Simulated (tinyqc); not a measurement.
KAI against NLS in time: switching kinetics of a ferroelectric film and the memory window of a ferroelectric gate stack. Computed by tinyqc, a small Python program. Command: `OMP_NUM_THREADS=1 python tinyqc.py 3005371 3005372 out.jsonl feswitch walk`. One thread of a shared host (Intel(R) Xeon(R) Processor @ 2.30GHz), about 0.03 s of CPU time with the checks.

Fields in MV/cm; 1 microcoulomb/cm^2 over eps_0 is 11.29409 MV/cm. In the stack (metal, ferroelectric, interlayer, channel) the channel is taken as a conductor.

Inputs (values chosen for the exercise, for a model hafnia-based film): dimension n = 2; half width w of log10 t = 0.92.

Method. KAI: 1 - exp[-(t/t1)^n]. NLS: the same kernel averaged over the Lorentzian F = (1/pi) w/[(z - log10 t1)^2 + w^2] in z = log10 tau.

Switched share:
```
log10(t/t1)     KAI      NLS
-3.0         0.0000  0.09950
-2.0         0.0001  0.14790
-1.0         0.0100  0.26573
-0.5         0.0952  0.38288
-0.2         0.3284  0.47404
0.0          0.6321  0.53832
0.2          0.9189  0.60044
0.5          1.0000  0.68168
1.0          1.0000  0.77665
2.0          1.0000  0.86841
3.0          1.0000  0.90828
```

KAI goes from 10 to 90 % within 0.67 decades of time; a Lorentzian of this width needs about 2 w tan(0.4 pi) = 5.7 decades. Three decades after t1, 9.2 % of the NLS film has not switched, and three decades before it 9.9 % already has: the tails set write margins and disturb errors.
